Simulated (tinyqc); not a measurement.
# Metal-interlayer-semiconductor contact, depinning against tunnelling resistance: what changes with what

Zero bias, n-type semiconductor. Gap states at the semiconductor surface thin out as exp(-be ti), which unpins the barrier; electrons must then cross the interlayer (a rectangular barrier, no voltage drop across it) and the parabolic depleted layer, both by WKB. Energies E are counted from the Fermi level; no image force, parabolic bands.

Inputs (values chosen for the exercise); semiconductor values close to those of silicon; interlayer mass of the order of that in aluminium oxide, offset chosen freely:
- T = 300 K (temperature)
- Eg = 1.14 eV (band gap)
- eps_r = 11.8 (relative permittivity)
- chi = 4.19 eV (electron affinity)
- Nc = 2.8e19 cm^-3 (conduction-band density of states at T)
- mt = 0.19 m0 (tunnelling mass in the semiconductor)
- mA = 1.97 m0 (Richardson mass)
- Nd = 5.3e19 cm^-3 (donor density)
- E0 = 0.37 eV (charge-neutrality level above the valence band)
- S0 = 0.27 (pinning factor without interlayer)
- phiM = 4.33 eV (metal work function)
- ti = 0.6 nm (interlayer thickness)
- dE = 2.51 eV (conduction-band offset of the interlayer above the semiconductor)
- mi = 0.34 m0 (tunnelling mass in the interlayer)
- be = 1.8 1/nm (decay constant of gap states through the interlayer)

Constants: q = 1.602176634e-19 C, kB = 1.380649e-23 J/K, eps0 = 8.8541878128e-12 F/m, hbar = 1.054571817e-34 J s, h = 6.62607015e-34 J s, m0 = 9.1093837015e-31 kg, Vt = kB T/q, hbar^2/(2 m0) = 0.0380998212 eV nm^2. Results are converted to the units shown.

Each table varies one quantity; the others keep the values above.

## Contact resistivity against the interlayer thickness

S = 1/(1 + (1/S0 - 1) exp(-be ti)); phiB = S (phiM - chi) + (1 - S)(Eg - E0); xi = Ec - EF deep inside, from Nd = Nc F(-xi/Vt), F(x) = (2/sqrt(pi)) int_0^infinity sqrt(u) du/(1 + exp(u - x)); band bending U = phiB - xi; E00 = (hbar/2) sqrt(Nd/(eps0 eps_r mt m0)) in volts; A = 4 pi q mA m0 kB^2/h^3. With U = phiB - xi: for xi < E < phiB, y = (E - xi)/U and G1 = (U/E00) [sqrt(1 - y) - y ln((1 + sqrt(1 - y))/sqrt(y))], G1 = 0 above phiB; G2 = 2 ti sqrt(mi max(phiB + dE - E, 0)/C), C = hbar^2/(2 m0); f = 1/(1 + exp(E/Vt)); 1/rho_c = (A T^2/Vt^2) times the integral of exp(-G1 - G2) f over E from xi upwards. Shares under 0.001 % are printed as 0; rows without band bending are left out.

The same in every row: E00/Vt = 3.49.

Contact resistivity against the interlayer thickness:

| ti (nm) | S | phiB (eV) | rho_c (ohm cm^2) | rho_c with G2 = 0 (ohm cm^2) | peak of the integrand (eV) | share above phiB (%) |
|---|---|---|---|---|---|---|
| 0 | 0.270 | 0.600 | 2.40e-7 | 2.40e-7 | 0.00859 | 0 |
| 0.3 | 0.388 | 0.525 | 2.47e-6 | 1.11e-7 | 0.00818 | 0 |
| 0.6 | 0.521 | 0.442 | 2.13e-5 | 4.66e-8 | 0.00737 | 0 |
| 0.9 | 0.651 | 0.360 | 1.73e-4 | 2.02e-8 | 0.00629 | 0.00272 |
| 1.2 | 0.762 | 0.290 | 0.00152 | 1.00e-8 | 0.00514 | 0.0211 |
| 1.5 | 0.846 | 0.237 | 0.0156 | 5.93e-9 | 0.00420 | 0.0990 |
| 1.8 | 0.904 | 0.200 | 0.187 | 4.17e-9 | 0.00362 | 0.291 |
| 2.1 | 0.942 | 0.177 | 2.58 | 3.33e-9 | 0.00345 | 0.596 |
| 2.4 | 0.965 | 0.162 | 39.3 | 2.90e-9 | 0.00366 | 0.953 |

As ti goes from 0 to 2.4, phiB falls from 0.600 to 0.162 eV and rho_c rises from 2.40e-7 to 39.3 ohm cm^2. No thickness listed beats the bare contact: tunnelling through the layer costs more than the change of the barrier gains. The ratio of rho_c to its value with G2 = 0 runs from 1.00 to 1.36e10.

## Contact resistivity against the conduction-band offset of the interlayer above the semiconductor

Same model as above.

The same in every row: S = 0.521; phiB (eV) = 0.442; E00/Vt = 3.49; rho_c with G2 = 0 (ohm cm^2) = 4.66e-8.

Contact resistivity against the conduction-band offset of the interlayer above the semiconductor:

| dE (eV) | rho_c (ohm cm^2) | peak of the integrand (eV) | share above phiB (%) |
|---|---|---|---|
| 0 | 4.56e-7 | 0.0108 | 0.00143 |
| 0.5 | 1.41e-6 | 0.00898 | 0 |
| 1 | 3.27e-6 | 0.00827 | 0 |
| 1.5 | 6.58e-6 | 0.00786 | 0 |
| 2 | 1.21e-5 | 0.00758 | 0 |
| 2.5 | 2.10e-5 | 0.00738 | 0 |
| 3 | 3.49e-5 | 0.00722 | 0 |

As dE goes from 0 to 3, phiB stays at 0.442 eV and rho_c rises from 4.56e-7 to 3.49e-5 ohm cm^2. The ratio of rho_c to its value with G2 = 0 runs from 9.79 to 749.

Range of the model: The depletion charge would drop about 0.22 V across such an interlayer (eps_r near 9) at ti = 0.6 nm and Nd = 5.3e19 cm^-3, against a band bending of 0.47 V; this model leaves that drop out.

Computed by the program tinyqc: `OMP_NUM_THREADS=1 python tinyqc.py 2270151 2270152 out.jsonl`, one thread of a shared Intel Xeon 2.30GHz, about 0.03 s for the whole run.
